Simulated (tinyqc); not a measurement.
Crystallisation kinetics and data retention of a phase-change cell: one step of the calculation.

Johnson-Mehl-Avrami-Kolmogorov law X = 1 - exp(-y^n), y = integral of k dt, k = (1/100 s) exp[-(Ec q/kB)(1/T - 1/T1)].

Task. A heating ramp. T rises at the rate b. Start with y = k (kB Ta^2/(q Ec))/b, the integral from cold to Ta to leading order; over each step k is taken as exponential in T, so y gains (dT/b)(k2 - k1)/ln(k2/k1). dX/dt = n y^(n - 1) k exp(-y^n), listed as 0 once y^n exceeds 23.

Inputs (values chosen for the exercise); values of the order of Ge-Sb-Te and related chalcogenides:
- Ec = 2.78 eV (activation energy of crystallisation)
- T1 = 464 K (temperature at which the rate k is 1/(100 s))
- n = 2 (Avrami exponent)
- b = 2 K/min (heating rate)
- Ta = 424 K (start of the ramp table)
- dT = 6 K (step of the table)
- m = 10 (steps)

Constants: q = 1.602176634e-19 C, kB = 1.380649e-23 J/K. Results are converted to the units shown.

Give: T; k; y; X; dX/dt.

Result.

```
point	T (K)	k (1/s)	y	X	dX/dt (1/s)
0	424	1.417e-5	0.002369	5.612e-6	6.714e-8
1	430	4.097e-5	0.006913	4.779e-5	5.664e-7
2	436	1.150e-4	0.01983	3.930e-4	4.560e-6
3	442	3.141e-4	0.05550	0.003075	3.476e-5
4	448	8.348e-4	0.1514	0.02266	2.470e-4
5	454	0.002162	0.4025	0.1495	0.001480
6	460	0.005463	1.043	0.6634	0.003838
7	466	0.01348	2.641	0.9991	6.657e-5
8	472	0.03249	6.530	1.000	0
9	478	0.07663	15.79	1.000	0
10	484	0.1769	37.36	1.000	0
```

Range of the model: One Arrhenius rate is assumed; incubation, growth from the boundary and the non-Arrhenius kinetics of the supercooled liquid are left out.

Computed by the program tinyqc: `OMP_NUM_THREADS=1 python tinyqc.py 2490061 2490062 out.jsonl`, one thread of a shared Intel Xeon 2.30GHz, about 0.02 s for the whole run.
